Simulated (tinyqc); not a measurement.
Worked calculation: minority-electron transport through the base of a bipolar transistor (Moll-Ross and Kroemer integrals). Computed by tinyqc, a small Python program that keeps every step. Command: `OMP_NUM_THREADS=1 python tinyqc.py 3021604 3021605 out.jsonl base walk`. One thread of a shared host (Intel(R) Xeon(R) Processor @ 2.30GHz), about 0.01 s of CPU time with the checks. Intermediate numbers are printed to about 6 digits and carried at full precision; extremes and crossings named in words are read from the listed rows.

Low injection, one dimension, x from the emitter edge (0) to the collector edge (W), s = x/W. Recombination is treated as a small correction (valid for tau_B well below tau_n), computed from the stored charge.

Inputs (values chosen for the exercise, modelled on InP):

| quantity | value | unit |
|---|---|---|
| intrinsic density n_i at the emitter edge | 1.4e+07 | 1/cm^3 |
| base doping at the emitter edge N_0 | 6.5e+17 | 1/cm^3 |
| base width W | 41 | nm |
| mu_min | 890 | cm^2/(V s) |
| mu_max | 4440 | cm^2/(V s) |
| N_ref | 1.2e+17 | 1/cm^3 |
| saturation velocity v_s | 0.72 | 1e7 cm/s |
| electron lifetime tau_n | 200 | ns |
| emitter Gummel number G_E | 2.3e+13 | s/cm^4 |
| base-emitter voltage V_BE | 0.76 | V |
| temperature T | 300 | K |
| doping ratio N_0/N(W) | 4.5 | - |
| gap narrowing across the base dE_g | 66 | meV |

Base doping profile: Gaussian. Gap grading: linear. Exit of the base: saturation velocity.

Constants: k_B = 8.617333262e-05 eV/K; e = 1.602176634e-19 C.

## Profile and built-in field

N(x) = N_0 (ratio)^(-s^2); n_i(x)^2 = n_i^2 exp(s dE_g/k_B T); D(x) = (k_B T/e) mu, mu = mu_min + (mu_max - mu_min)/(1 + (N/N_ref)^0.7). Field that drives electrons towards the collector, averaged over the base: (k_B T/e) ln[N_0 n_i(W)^2/(N(W) n_i^2)]/W.

Across the base:

| s | N (1/cm^3) | n_i(x)^2/n_i^2 | D (cm^2/s) | y (s/cm^5) |
|---|---|---|---|---|
| 0.0 | 6.50000e+17 | 1.0000 | 44.5366 | 1.45947e+16 |
| 0.2 | 6.12047e+17 | 1.6663 | 45.2383 | 8.11948e+15 |
| 0.4 | 5.10975e+17 | 2.7765 | 47.4353 | 3.87970e+15 |
| 0.6 | 3.78231e+17 | 4.6265 | 51.3899 | 1.59085e+15 |
| 0.8 | 2.48232e+17 | 7.7091 | 57.4671 | 5.60321e+14 |
| 1.0 | 1.44444e+17 | 12.8455 | 65.9221 | 1.70576e+14 |

drift factor eta (potential drop in k_B T/e) = 4.05707

mean built-in field = 25.5813 kV/cm

## Collector current and transit time

With y(x) = N n_i^2/(D n_i(x)^2): base Gummel number G_B = int_0^W y dx + N(W) n_i^2/(v_s n_i(W)^2); J_C = e n_i^2 exp(e V_BE/k_B T)/G_B; n(x) = (J_C/e)(n_i(x)^2/(N n_i^2)) [int_x^W y dx + the same exit term]; transit time tau_B = (e/J_C) int n dx; trapezoid rule on 401 even points.

base Gummel number G_B = 1.87224e+10 s/cm^4

collector current density J_C = 0.00981845 A/cm^2

base transit time tau_B = 0.175003 ps

share of the exit term in G_B = 8.34171 %

mean velocity W/tau_B = 2.34281 1e7 cm/s

Plain diffusion with the D of the emitter edge would take W^2/(2D) = 0.189 ps, 1.08 times the result. Caution: the mean velocity exceeds v_s, so drift-diffusion with a low-field mobility overstates the speed.

## Gain and speed

Emitter-limited gain beta_E = G_E/G_B; recombination-limited gain beta_R = tau_n/tau_B; 1/beta = 1/beta_E + 1/beta_R; f_T from the base alone = 1/(2 pi tau_B).

beta_E = 1228.47

beta_R = 1.14284e+06

current gain beta = 1227.16

f_T from the base alone = 909.440 GHz

The gain is limited mainly by hole injection into the emitter (100 % of the base current).

## What grading buys

The formulas are those given above.

The same base with other gradings:

| dE_g (meV) | dE_g/k_B T | G_B (s/cm^4) | J_C gain | tau_B (ps) | speed gain |
|---|---|---|---|---|---|
| 0 | 0.0000 | 5.65600e+10 | 1.0000 | 0.336886 | 1.00000 |
| 25 | 0.9670 | 3.39670e+10 | 1.6651 | 0.252205 | 1.33577 |
| 50 | 1.9341 | 2.29055e+10 | 2.4693 | 0.199126 | 1.69182 |
| 75 | 2.9011 | 1.69511e+10 | 3.3366 | 0.163765 | 2.05713 |
| 100 | 3.8682 | 1.34079e+10 | 4.2184 | 0.138892 | 2.42553 |
| 150 | 5.8023 | 9.47135e+09 | 5.9717 | 0.106540 | 3.16207 |
| 200 | 7.7363 | 7.32536e+09 | 7.7211 | 0.086497 | 3.89478 |
| 300 | 11.6045 | 5.02265e+09 | 11.2610 | 0.062950 | 5.35167 |

At 100 meV J_C rises by a factor 4.22 and the transit is 2.43 times faster; at 300 meV the factors are 11.26 and 5.35. For a uniform base without exit term both tend to be linear in dE_g/k_B T, J_C as x/(1 - exp(-x)) and the speed as x/2. From 0 meV on the mean velocity W/tau_B exceeds v_s, so those speed gains are overstated.

Checks made by the program: Gummel integral against a 60-point Gauss rule (relative difference 2e-07).
